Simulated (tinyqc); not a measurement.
# Stress in a transistor channel from embedded alloy regions, liners and fins, by half-space elasticity, step by step

A worked calculation. Computed by tinyqc, a small Python program that keeps every step. Command: `OMP_NUM_THREADS=1 python tinyqc.py 3022719 3022720 out.jsonl stressor walk`. One thread of a shared host (Intel(R) Xeon(R) Processor @ 2.30GHz), about 0.01 s of CPU time with the checks. Intermediate numbers are printed to about 7 digits and carried at full precision; extremes and crossings named in words are read from the listed rows.

Plane strain in an isotropic half-space, the same constants everywhere; x along the channel from its centre, y downwards from the free surface; stress is positive in tension.

Inputs (values chosen for the exercise, modelled on silicon):

| quantity | value | unit |
|---|---|---|
| alloy fraction x | 0.019 | - |
| lattice change per unit x, beta | -0.436 | - |
| Young's modulus E | 167 | GPa |
| Poisson ratio nu | 0.25 | - |
| channel length L | 96 | nm |
| length of each stressor S | 180 | nm |
| recess depth d | 15 | nm |
| depth of the field point y | 2.8 | nm |
| liner stress | 2.9 | GPa |
| liner thickness t | 25 | nm |
| length of a cut fin or stripe | 600 | nm |
| height of the strained layer h | 34 | nm |
| longitudinal piezoresistance coefficient | -30.7 | 1e-11/Pa |
| vertical piezoresistance coefficient | 54.9 | 1e-11/Pa |

Stressor: Si(1-x)C(x) source and drain.

## Misfit and the pressure on the side walls

Misfit e = beta x. A fully constrained inclusion holds the stress -p with p = E e/(1 - 2 nu); a blanket film would hold -E e/(1 - nu) in the plane.

misfit e = -0.008284

p = -2.766856 GPa

stress of a blanket film = 1.844571 GPa

## Stress at the centre of the channel

A line element dA of misfit at (a, c) in the half-space gives, with C = E e/(2 pi (1 - nu)), X = x - a, r1^2 = X^2 + (y - c)^2, r2^2 = X^2 + Y^2, Y = y + c: s_xx = -C dA {[X^2 - (y - c)^2]/r1^4 + 3 [X^2 - Y^2]/r2^4 + 4 y Y (Y^2 - 3 X^2)/r2^6}, s_yy = C dA {[X^2 - (y - c)^2]/r1^4 - [X^2 - Y^2]/r2^4 + 4 y Y (Y^2 - 3 X^2)/r2^6}. These are integrated over two rectangles, L/2 < |a| < L/2 + S, 0 < c < d (closed form in a, 200 Gauss-Legendre points in c).

s_xx = 541.0556 MPa

s_yy = 1.967490 MPa

s_xx over the blanket-film stress = 0.2933233

The channel is stretched along its length; s_yy is 0.0036 of s_xx in size and vanishes at the surface.

## Closed form at the surface

At x = y = 0 the integral is s_xx = -(4/pi) [E e/(1 - nu)] [arctan(2 d/L) - arctan(d/(L/2 + S))].

s_xx at the surface = 557.0599 MPa

For fixed L and S it is largest at d = sqrt((L/2)(L/2 + S)) = 104.6 nm; d is short of that.

## A stressed liner, as two edge forces

The liner over source and drain ends at the gate, x = -/+ L/2, and pulls there with the force per width F = (liner stress) t along the surface. A tangential line force gives s_xx = (2 F/pi) X^3/(X^2 + y^2)^2 at the distance X; two of them add at the centre, X = L/2. For L > 3.5 y the concentrated force is an upper bound.

edge force F = 72.5 N/m

s_xx from the liner = 1910.101 MPa

Caution: the real force is spread over several liner thicknesses, so for a channel this short the concentrated force clearly overstates the stress.

## Mobility change, linear estimate

d mu/mu = -(pi_L s_xx + pi_z s_yy) for the embedded regions alone; the stress across the width is left out.

mobility change = 16.50239 %

The vertical stress supplies -0.11 of these points. Caution: beyond a few hundred MPa bulk piezoresistance coefficients no longer describe an inversion layer well.

## Relaxation at the ends of a cut stripe

Shear-lag estimate for a stripe of length l and height h on a like substrate: the stress along it is s(x)/s_film = 1 - cosh(x/lam)/cosh(l/(2 lam)), lam = (pi/2) g h with g = 1.258; mean = 1 - (2 lam/l) tanh(l/(2 lam)).

transfer length lam = 67.18610 nm

share kept at the centre = 0.9769985

share kept on average = 0.7761056

The stripe is long enough to keep its strain at the centre.

## Along the channel and with depth

The formulas are those given above.

Stress (MPa):

| 2x/L | s_xx at y | s_yy at y | s_xx at d/2 | s_xx at 1.5 d |
|---|---|---|---|---|
| 0.0 | 541.0556 | 1.967490 | 498.7883 | 302.5922 |
| 0.2 | 562.4219 | 2.319162 | 512.3007 | 296.5143 |
| 0.4 | 632.5944 | 3.605396 | 552.4911 | 275.5353 |
| 0.6 | 769.5500 | 6.311608 | 611.9740 | 234.9429 |
| 0.8 | 969.1576 | 3.298758 | 657.4647 | 172.1544 |

Near the surface s_xx changes by +79 % from the centre to 2x/L = 0.8. At the centre, s_xx at half the recess depth is 0.92 of its value at y, and below the recess 0.56. An element acts with the sign of X^2 - (y - c)^2, so its direct term reverses where the offset in depth exceeds the lateral distance, and the image terms that amplify the stress near the surface fade with depth.

## Shrinking the pitch

L and S are scaled together at fixed d, then S alone, then L alone.

S_xx at the centre (MPa):

| scale | L and S scaled | S alone | L alone |
|---|---|---|---|
| 0.35 | 1078.390 | 381.1591 | 1332.551 |
| 0.50 | 911.103 | 441.6533 | 1044.880 |
| 0.70 | 724.629 | 493.5920 | 779.769 |
| 1.00 | 541.056 | 541.0556 | 541.056 |
| 1.40 | 399.297 | 577.9184 | 367.317 |
| 2.00 | 284.594 | 608.8986 | 234.382 |
| 3.00 | 191.605 | 635.2849 | 134.501 |

Halving S alone keeps 0.82 of the stress, halving L alone gives 1.93, and halving both 1.68: a shorter channel brings the walls closer, a shorter stressor brings its far wall, which pulls the other way, closer too. Neighbouring devices are left out.

Checks made by the program: surface stress against its closed form; zero normal stress at the surface (relative difference below 1e-10).
